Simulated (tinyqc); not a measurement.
Low-temperature mobility of a two-dimensional electron gas with static screening. Changing the correlation length Lambda. Computed by tinyqc, a small Python program. Command: `OMP_NUM_THREADS=1 python tinyqc.py 3024502 3024503 out.jsonl twodeg sweep`. One thread of a shared host (Intel(R) Xeon(R) Processor @ 2.30GHz), about 0.03 s of CPU time with the checks.

One subband is filled, the gas is degenerate and scatters at the Fermi circle; one permittivity serves on both sides of the interface. All formulas are in SI units, masses times m_0. Piezoelectric and polar phonons are left out, and n_s is taken as set by a gate, independent of N_i.

Inputs (values chosen for the exercise, modelled on a silicon inversion layer):

| quantity | value | unit |
|---|---|---|
| in-plane mass m | 0.189 | m_0 |
| mass across the layer m_z | 0.929 | m_0 |
| permittivity eps | 11.7 | - |
| valley degeneracy g_v | 2 | - |
| sheet density n_s | 1.2e+12 | 1/cm^2 |
| depletion charge N_d | 6.2e+11 | 1/cm^2 |
| roughness height Delta | 0.33 | nm |
| remote charge density N_i | 6.8e+10 | 1/cm^2 |
| distance d of the charges from the interface | 1.9 | nm |
| density rho | 2329 | kg/m^3 |
| sound velocity v_l | 8850 | m/s |
| deformation potential D_A | 11 | eV |
| temperature T | 60 | K |

Wave function: Fang-Howard. Roughness spectrum: exponential.

Constants: m_0 = 9.1093837015e-31 kg; e = 1.602176634e-19 C; eps_0 = 8.8541878128e-12 F/m; hbar = 1.054571817e-34 J s; k_B = 1.380649e-23 J/K.

Method:
- k_F = sqrt(2 pi n_s/g_v); E_F = hbar^2 k_F^2/(2 m); q_TF = g_v m e^2/(2 pi eps eps_0 hbar^2); Fang-Howard parameter b = [12 m_z e^2 (N_d + 11 n_s/32)/(eps eps_0 hbar^2)]^(1/3), mean depth 3/b; effective field F = e (N_d + n_s/2)/(eps eps_0).
- Form factors with u = q/b: screening G(q) = [1 + 9u/8 + 3u^2/8]/(1 + u)^3, remote charge P(q) = exp(-q d)/(1 + u)^3. Dielectric function eps(q) = 1 + q_TF G(q)/q, with q = 2 k_F sin(theta/2).
- Roughness: <|U|^2> = (e F)^2 S(q), S = pi Delta^2 Lambda^2/(1 + q^2 Lambda^2/2)^(3/2).
- 1/tau_t = (m/(pi hbar^3)) int_0^pi (1 - cos theta) <|U|^2>/eps(q)^2 dtheta; the quantum rate 1/tau_q drops the factor (1 - cos theta); 200 Gauss-Legendre points in s with theta = pi s^2, s from 0 to 1; mu = e tau_t/m.
- Remote charges: <|U|^2> = N_i [e^2 P(q)/(2 eps eps_0 q)]^2.
- Unscreened deformation potential in equipartition: 1/tau = m D_A^2 k_B T I/(rho v_l^2 hbar^3), I = int |psi|^4 dz = 3 b/16 for the Fang-Howard function (used for both wave-function options); mu = e tau/m. Bloch-Grueneisen temperature T_BG = 2 hbar v_l k_F/k_B.
- At the Fermi circle the rates add, so 1/mu is the sum; sheet resistance 1/(n_s e mu); mean free path hbar k_F mu/e; the quantum time adds the rates 1/tau_q, with the isotropic acoustic rate e/(m mu).

One run for each value:

| correlation length Lambda (nm) | roughness mobility (cm^2/(V s)) | tau_t/tau_q, roughness | mobility mu (cm^2/(V s)) | remote-charge mobility (cm^2/(V s)) |
|---|---|---|---|---|
| 0.50 | 9.7440e+05 | 0.6696 | 14812 | 89868 |
| 0.86 | 3.4436e+05 | 0.6727 | 14411 | 89868 |
| 1.50 | 1.2874e+05 | 0.6815 | 13467 | 89868 |
| 2.60 | 5.9251e+04 | 0.7051 | 11996 | 89868 |
| 4.50 | 3.8632e+04 | 0.7592 | 10826 | 89868 |
| 7.70 | 3.7323e+04 | 0.8565 | 10721 | 89868 |
| 13.00 | 4.7457e+04 | 0.9973 | 11421 | 89868 |
| 23.00 | 7.3059e+04 | 1.1931 | 12473 | 89868 |
| 40.00 | 1.2019e+05 | 1.4116 | 13368 | 89868 |

Describe and explain the trends.

Over the rows, roughness mobility (cm^2/(V s)) goes from 974000 through a minimum among these rows, 37300 at 7.70, to 120000; tau_t/tau_q, roughness rises from 0.670 to 1.41 (exponent d ln y / d ln x 0.0083 between the first rows and 0.30 between the last); mobility mu (cm^2/(V s)) goes from 14800 through a minimum among these rows, 10700 at 7.70, to 13400. Roughness scatters most when k_F Lambda is of order 1, that is near Lambda = 5.2 nm: shorter roughness averages out, longer roughness deflects only through small angles.

Caution (all rows): k_B T exceeds a quarter of E_F, so scattering at the Fermi circle alone and zero-temperature screening are rough.

Extremes, crossings and ranges named in words are read from the listed rows.
